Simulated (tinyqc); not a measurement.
Inverse iteration on a symmetric matrix, step by step. Computed by tinyqc, a small Python program that keeps every step. Settings: method = inverse, shift = 1.48. Command: `OMP_NUM_THREADS=1 python tinyqc.py 21878 21879 out.jsonl` (the two numbers bound the seeds that draw the settings). One thread of a shared host (Intel(R) Xeon(R) Processor @ 2.60GHz), about 0.01 s of CPU time with the checks.

A:
```
           1          2          3          4
1   0.466000  -0.038000  -0.970000  -0.071000
2  -0.038000   1.024000  -0.420000   0.809000
3  -0.970000  -0.420000   2.510000   0.494000
4  -0.071000   0.809000   0.494000   2.836000
```

Stop when the residual |A v - lambda v| is below 1e-9.

Steps:
```
step      lambda  residual
1     1.26496694  1.57e+00
2     1.01537286  1.42e+00
3     0.86832086  1.19e+00
4     0.78959073  9.05e-01
5     0.73963757  6.13e-01
6     0.70687021  3.89e-01
7     0.68847514  2.42e-01
8     0.67938926  1.50e-01
9     0.67522999  9.36e-02
10    0.67341089  5.84e-02
11    0.67263818  3.65e-02
12    0.67231634  2.29e-02
13    0.67218412  1.43e-02
14    0.67213032  9.00e-03
15    0.67210859  5.65e-03
16    0.67209985  3.55e-03
17    0.67209636  2.23e-03
18    0.67209496  1.40e-03
19    0.67209440  8.83e-04
20    0.67209418  5.56e-04
21    0.67209410  3.50e-04
22    0.67209406  2.20e-04
23    0.67209405  1.38e-04
24    0.67209404  8.71e-05
25    0.67209404  5.48e-05
26    0.67209404  3.45e-05
27    0.67209404  2.17e-05
28    0.67209404  1.37e-05
29    0.67209404  8.59e-06
30    0.67209404  5.41e-06
```

Can the last value be used, and what does the course show?

Not by the stop rule, although the second column moves by less than 1e-07 over the last three steps. Not converged in 30 steps: the residual falls only by the ratio of the two smallest distances of eigenvalues from the shift, 0.63 a step. all eigenvalues, for comparison: -0.000334  0.672094  2.763769  3.400471.
